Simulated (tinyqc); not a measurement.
MOS inversion layer, Poisson-Schroedinger loop: one step of the calculation.

Electrons confined at an insulator interface at z = 0, treated as a hard wall; parabolic valleys, Hartree approximation, no image or exchange terms. The depletion charge lies far deeper than the electrons and gives a uniform field q Nd/(eps0 eps_r); the gate balances all charge. Energies are counted from the band edge at the interface.

Problem. Fermi level and occupations. Level k holds N_k = D_k Vt ln(1 + exp((EF - E_k)/Vt)) with D = 3 md1 m0 q/(pi hbar^2) per eV (spin included); EF is fixed by sum N_k = Ns.

Parameters, values chosen for the exercise; masses and permittivity close to those of 4H silicon carbide (0001): temperature T = 200 K; in-plane density-of-states mass of set A md1 = 0.422 m0; sheet density of electrons Ns = 6e12 cm^-2.

Constants: q = 1.602176634e-19 C, kB = 1.380649e-23 J/K, hbar = 1.054571817e-34 J s, m0 = 9.1093837015e-31 kg, Vt = kB T/q. Results are converted to the units shown.

levels (eV): A1 0.06172019, A2 0.10794669

Find: EF; N_k.

Solution.

EF = 0.058466 eV
N_k (cm^-2): A1 5.4978e12, A2 5.0218e11

tinyqc, about 0.3 s, one thread, Intel Xeon 2.30GHz (shared host): `OMP_NUM_THREADS=1 python tinyqc.py 2160090 2160091 out.jsonl`
